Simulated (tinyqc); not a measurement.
Expansion against temperature: quasi-harmonic thermal expansion with mode Grueneisen parameters. Computed by tinyqc, a small Python program. Command: `OMP_NUM_THREADS=1 python tinyqc.py 3008127 3008128 out.jsonl qha walk`. One thread of a shared host (Intel(R) Xeon(R) Processor @ 2.30GHz), about 0.03 s of CPU time with the checks.

A crystal with two atoms a cell; per atom there are 1 transverse acoustic (TA), 1/2 longitudinal acoustic (LA) and 3/2 optical (O) modes. Every frequency of group i scales as nu_i (V/V0)^(-gamma_i). The acoustic groups have Debye spectra, density 3 nu^2/nu_i^3 up to nu_i (40 Gauss-Legendre points); the optical group has one frequency. Static energy: E = (9 V0 B0/16) [y^3 B' + y^2 (2 - 4 y)], y = (V0/V)^(2/3) - 1, with pressure P_s = (3 B0/2) (z^7 - z^5) [1 + (3/4)(B' - 4)(z^2 - 1)], z = (V0/V)^(1/3).

Inputs (values chosen for the exercise, modelled on magnesium oxide): static volume V0 = 9.34 angstrom^3/atom; static bulk modulus B0 = 161 GPa; static B' = 4.04; frequency nu_TA = 8.21 THz; frequency nu_LA = 12.5 THz; frequency nu_O = 15.1 THz; Grueneisen parameter gamma_TA = 1.4; Grueneisen parameter gamma_LA = 1.5; Grueneisen parameter gamma_O = 1.7.

Acoustic groups: Debye.

Constants: h x 1 THz = 4.135667696 meV; k_B = 8.617333262e-05 eV/K; 1 eV/angstrom^3 = 160.2176634 GPa.

Method:
- For a mode with x = h nu/(k_B T), n = 1/(exp(x) - 1): U = h nu (n + 1/2), C/k_B = x^2 n (n + 1); U_i and C_i sum these over group i with its weight per atom.
- Phonon pressure P_ph = sum_i gamma_i U_i/V.
- B_T = -V d(P_s + P_ph)/dV at fixed T (central difference, step 1e-4 V); alpha_V = sum gamma_i C_i k_B/(B_T V), all at V(T); the linear coefficient is alpha_L = alpha_V/3.
- V(T) solves P_s + P_ph = 0. The Grueneisen estimate uses C_i, V0 and B0 at the static volume; gamma_th = sum gamma_i C_i / sum C_i is taken at V(T).

Quasi-harmonic results:
```
T (K)  V/V0 - 1 (%)  B_T (GPa)  alpha_L (ppm/K)  alpha_L, Grueneisen estimate  gamma_th
20           1.1918     158.32            0.053                         0.050    1.4124
40           1.1930     158.31            0.413                         0.392    1.4128
70           1.2019     158.22            1.645                         1.579    1.4209
100          1.2239     158.02            3.216                         3.096    1.4450
150          1.2937     157.44            5.948                         5.737    1.4901
220          1.4549     156.26            8.994                         8.684    1.5259
300          1.7027     154.70           11.145                        10.736    1.5438
450          2.2667     151.61           13.148                        12.544    1.5564
700          3.3413     146.42           14.528                        13.574    1.5625
1000         4.7446     140.24           15.382                        13.978    1.5647
```

What follows from these numbers?

alpha_L is positive throughout. gamma_th moves from 1.41, near gamma_TA = 1.4, to 1.56, near the average over all modes, 1.57, as the stiffer groups take up their share of C. B_T changes by -11.4 % over the table, and at the highest T the estimate at fixed V0 and B0 is off by -9.1 %. Rows with a volume change above 4 % are beyond the safe range of the quasi-harmonic model.

Extremes, crossings and ranges named in words are read from the listed rows.
